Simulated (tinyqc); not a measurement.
# Vertical double-diffused power MOSFET, components of the on-resistance: On-resistance against the channel mobility

Stripe cells of pitch Wp + a, two channels a cell. Current flows through the channels, spreads in the accumulation layer, passes the gap between the p bodies and spreads at 45 degrees into the drift layer below them. Low drain voltage, full ionisation.

Triangular field at breakdown with Ec = Kc N^(1/8): BV = eps0 eps_r Ec^2/(2 q N), so N = (eps0 eps_r Kc^2/(2 q BV))^(4/3); W = 2 BV/Ec; mu = mud (T/300 K)^(-bt); rho = 1/(q mu N); ideal resistance rho W. Pitch p = Wp + a, Cox = 3.9 eps0/tox; zero-bias depletion in the gap w0 = sqrt(2 eps0 eps_r Vbi/(q N Nj)), open gap g = a - 2 w0; R_ch = Lc p/(2 mch Cox Vov); R_acc = 0.6 a p/(4 mac Cox Vov), 0.6 being an empirical factor for current leaving the layer along its length; R_gap = (rho/Nj) xp p/g; spreading depth t = min(W, (p - g)/2); R_drift = (rho p/2) ln((g + 2 t)/g) + rho (W - t); R_on = the sum with Rs.

Values chosen for this exercise; bulk values close to those of silicon: temperature T = 300 K; relative permittivity eps_r = 12.2; critical-field constant Kc = 3900 V/cm per (cm^-3)^(1/8); rated breakdown voltage of the drift layer BV = 30 V; drift mobility at 300 K mud = 1200 cm^2/(V s); temperature exponent of the drift mobility bt = 2.5; gate oxide thickness (eps_r 3.9) tox = 99 nm; gate overdrive Vov = 13 V; accumulation-layer mobility mac = 620 cm^2/(V s); channel length Lc = 0.7 um; width of the p body in one cell, channels included Wp = 6.6 um; gap between neighbouring p bodies a = 2 um; depth of the p body xp = 0.8 um; doping of the gap over the drift doping Nj = 1; built-in voltage of the body junction Vbi = 0.825 V; substrate and contact resistance Rs = 0.44 mohm cm^2.

Constants: q = 1.602176634e-19 C, eps0 = 8.8541878128e-14 F/cm where lengths are in cm. Results are converted to the units shown.

The same in every row: R_acc (mohm cm^2) = 0.09177; R_gap (mohm cm^2) = 0.1142; R_drift (mohm cm^2) = 0.1141; ideal (mohm cm^2) = 0.03581.

Results:

| mch (cm^2/(V s)) | R_ch (mohm cm^2) | R_on (mohm cm^2) | largest term |
|---|---|---|---|
| 5 | 13.28 | 14.04 | channel |
| 20 | 3.319 | 4.079 | channel |
| 40 | 1.660 | 2.420 | channel |
| 70 | 0.9483 | 1.708 | channel |
| 100 | 0.6638 | 1.424 | channel |
| 300 | 0.2213 | 0.9813 | substrate |
| 500 | 0.1328 | 0.8928 | substrate |

Estimate the missing row, mch = 10 cm^2/(V s).

Computed row:

| mch (cm^2/(V s)) | R_ch (mohm cm^2) | R_on (mohm cm^2) | largest term |
|---|---|---|---|
| 10 | 6.638 | 7.398 | channel |

With this row back in the table: R_on falls from 14.0 to 0.893 mohm cm^2. The channel term is the largest at mch = 5, the substrate term from 300 on. R_on is 392 times the ideal drift resistance in the first row and 24.9 times in the last.

tinyqc, about 0.01 s, one thread, Intel Xeon 2.30GHz (shared host): `OMP_NUM_THREADS=1 python tinyqc.py 2230106 2230107 out.jsonl`
